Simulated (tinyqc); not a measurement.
Gas flow in a process chamber: flow regimes, conductance, effective pumping speed, pump-down, outgassing and purge: one step, computed by the program tinyqc. Command: `OMP_NUM_THREADS=1 python tinyqc.py 3121201 3121202 out.jsonl pump walk`. One thread of a shared host (Intel(R) Xeon(R) Processor @ 2.30GHz), about 0.07 s of CPU time with the checks.

Ideal gas, isothermal flow, a pump of constant speed at the end of a round pipe; process gas, volume gas and outgassing are given the same properties. 1 sccm = 101325 Pa x 1e-6 m^3/60 s x T/273.15 K.

Question. Purging a well-mixed chamber. With steady flow a contaminant decays as exp(-t/residence time); gas used = flow x time.

Inputs (values chosen for the exercise, modelled on water vapour near room temperature): temperature T = 293 K; process gas flow = 5.4 sccm.

residence time = 7.774930 s

Give: time to dilute 1e3 times; time to dilute 1e6 times; gas used for 1e6.

Answer.

time to dilute 1e3 times = 53.71 s

time to dilute 1e6 times = 107.4 s

gas used for 1e6 = 9.667 standard cm^3
